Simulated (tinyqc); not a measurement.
Precursor delivery by bubblers, mass-transport growth and the solid composition of a III-V alloy: one step, computed by the program tinyqc. Command: `OMP_NUM_THREADS=1 python tinyqc.py 3011430 3011431 out.jsonl movpe_thermo walk`. One thread of a shared host (Intel(R) Xeon(R) Processor @ 2.30GHz), about 0.01 s of CPU time with the checks.

1 sccm = 44.615 micromol/min; 1 torr = 133.322 Pa. The sources decompose fully at the surface.

Question. Partial pressures in the reactor. p_i = p n_i/(44615 F_t), F_t in slm; p_V = p F_V/(1000 F_t), counted per molecule supplied; V/III = 44.615 F_V/(n1 + n2); vapour fraction of source 2 = n2/(n1 + n2).

Inputs (values chosen for the exercise, modelled on trimethylgallium (source 1) and trimethylindium (source 2) for the vapour pressures):

| quantity | value | unit |
|---|---|---|
| bath temperature T1 | 275 | K |
| bath temperature T2 | 303 | K |
| total flow F_t | 15 | slm |
| group-V flow F_V | 280 | sccm |
| reactor pressure p | 40 | torr |

molar flow 1 = 122.3450 micromol/min

molar flow 2 = 11.79522 micromol/min

Give: p_1; p_2; p_V; V/III ratio; vapour fraction of source 2.

Answer.

p_1 = 0.007313 torr

p_2 = 7.050e-04 torr

p_V = 0.7467 torr

V/III ratio = 93.13

vapour fraction of source 2 = 0.08793
